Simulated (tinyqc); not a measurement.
Long-channel MOSFET, surface-potential model: two steps of the calculation.

n-channel transistor on a uniformly doped p-type body, gradual-channel approximation, constant mobility, Boltzmann statistics, full ionisation. Potentials are counted from the neutral body; V is the electron quasi-Fermi potential, Vsb at the source and Vsb + Vds at the drain. Charges are magnitudes per area.

Values chosen for this exercise; material values those of a made-up semiconductor:
- T = 293 K (temperature)
- Vfb = -0.5 V (flat-band voltage)
- mu = 160 cm^2/(V s) (channel mobility)
- W = 5 um (gate width)
- L = 2 um (gate length)
- Vsb = 0 V (source-body reverse bias)
- Vgs = 1.11 V (gate-source voltage)
- Vds = 0.5 V (drain-source voltage)

Constants: q = 1.602176634e-19 C, kB = 1.380649e-23 J/K, Vt = kB T/q. Results are converted to the units shown.

Problem 1. Surface potential at the source by Newton steps. With V = Vsb: G = psi - Vt + Vt e, e = exp((psi - 2 phiF - Vsb)/Vt); f = Vgs + Vsb - Vfb - psi - gamma sqrt(G); f' = -1 - gamma (1 + e)/(2 sqrt(G)); psi(new) = psi - f/f'.

psi at the start (the root without inversion charge) = 1.2517800 V
phiF = 0.49223843 V
gamma = 0.32344744 V^0.5

Find: G; f; f'; psi after iteration 1.

Solution 1.

G = 1001 V
f = -9.877 V
f' = -203.4
psi after iteration 1 = 1.203 V

Problem 2. Pao-Sah current by Simpson's rule. I = mu (W/L) integral of Qi dV; Simpson's rule on the 11 points, step Vds/10, weights 1, 4, 2, ..., 4, 1 times step/3.

Qi, Pao-Sah, point 0 to 10 (nC/cm^2): 52.378226  39.029282  26.472692  15.245359  6.4575715  1.6483503  0.27135492  0.038587351  0.0053488705  7.3873373e-4  1.0197481e-4

Find: Pao-Sah current.

Solution 2.

Pao-Sah current = 2.2843 uA

Gauss-Legendre quadrature on many points gives 2.284 uA, so this value is within 0.01 % of it; the charge-sheet current, 2.215 uA, is 3.0 % below it.

Numbers from tinyqc (`OMP_NUM_THREADS=1 python tinyqc.py 2360049 2360050 out.jsonl`; about 0.04 s on one thread of a shared Intel Xeon 2.30GHz).
